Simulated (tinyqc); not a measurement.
Worked calculation: Pariser-Parr-Pople SCF with singles CI, for the molecule c1ccnc[cH+]c1 (SMILES; centres numbered as the heavy atoms are written). One step of it, computed by the program tinyqc.

Question. Iteration 3: Fock matrix. F_rr = H_rr + P_rr gamma_rr / 2 + sum_(s != r) P_ss gamma_rs; F_rs = H_rs - P_rs gamma_rs / 2; E = tr P (H + F) / 2 + core repulsion sum_(r<s) z_r z_s gamma_rs.

P after iteration 2:
```
           1C         2C         3C         4N         5C         6C         7C
1C   0.805990   0.692511   0.267083  -0.203239  -0.125864   0.177890   0.568035
2C   0.692511   0.865735   0.568852   0.083699  -0.281077  -0.247316   0.177860
3C   0.267083   0.568852   0.625039   0.607475  -0.023996  -0.281107  -0.125918
4N  -0.203239   0.083699   0.607475   1.406555   0.607506   0.083725  -0.203230
5C  -0.125864  -0.281077  -0.023996   0.607506   0.625019   0.568824   0.267102
6C   0.177890  -0.247316  -0.281107   0.083725   0.568824   0.865681   0.692501
7C   0.568035   0.177860  -0.125918  -0.203230   0.267102   0.692501   0.805980
```

core matrix H (eV):
```
            1C          2C          3C          4N          5C          6C          7C
1C  -34.851027   -2.500000    0.000000    0.000000    0.000000    0.000000   -2.500000
2C   -2.500000  -34.842675   -2.500000    0.000000    0.000000    0.000000    0.000000
3C    0.000000   -2.500000  -34.813698   -2.610000    0.000000    0.000000    0.000000
4N    0.000000    0.000000   -2.610000  -40.307098   -2.610000    0.000000    0.000000
5C    0.000000    0.000000    0.000000   -2.610000  -34.813280   -2.500000    0.000000
6C    0.000000    0.000000    0.000000    0.000000   -2.500000  -34.840446   -2.500000
7C   -2.500000    0.000000    0.000000    0.000000    0.000000   -2.500000  -34.849618
```

repulsion gamma_rs (eV):
```
           1C         2C         3C         4N         5C         6C         7C
1C  11.170000   5.355766   3.777792   3.227096   3.246817   3.777792   5.355766
2C   5.355766  11.170000   5.354344   3.750498   3.246743   3.247015   3.778308
3C   3.777792   5.354344  11.170000   5.300515   3.777312   3.246720   3.247015
4N   3.227096   3.750498   5.300515  10.710000   5.301319   3.750647   3.227023
5C   3.246817   3.246743   3.777312   5.301319  11.170000   5.353928   3.777162
6C   3.777792   3.247015   3.246720   3.750647   5.353928  11.170000   5.354344
7C   5.355766   3.778308   3.247015   3.227023   3.777162   5.354344  11.170000
```

Centres (angstrom, eV; a flat drawing with bonds scaled to 1.40 angstrom):
```
centre          x          y  core charge z          W   gamma_rr
1C       1.613000   0.000000              1  10.110000  11.170000
2C       1.006000   1.261000              1  10.110000  11.170000
3C      -0.359000   1.573000              1  10.110000  11.170000
4N      -1.454000   0.700000              1  15.750000  10.710000
5C      -1.454000  -0.700000              1  10.110000  11.170000
6C      -0.359000  -1.573000              1  10.110000  11.170000
7C       1.006000  -1.261000              1  10.110000  11.170000
```

Give: F; pi energy.

Answer.

F (eV):
```
         1C       2C       3C        4N       5C       6C       7C
1C  -9.1962  -4.3545  -0.5045    0.3279   0.2043  -0.3360  -4.0211
2C  -4.3545  -9.1835  -4.0229   -0.1570   0.4563   0.4015  -0.3360
3C  -0.5045  -4.0229  -8.3985   -4.2200   0.0453   0.4563   0.2044
4N   0.3279  -0.1570  -4.2200  -14.4528  -4.2203  -0.1570   0.3279
5C   0.2043   0.4563   0.0453   -4.2203  -8.3982  -4.0227  -0.5044
6C  -0.3360   0.4015   0.4563   -0.1570  -4.0227  -9.1831  -4.3539
7C  -4.0211  -0.3360   0.2044    0.3279  -0.5044  -4.3539  -9.1961
```

pi energy = -82.5533 eV
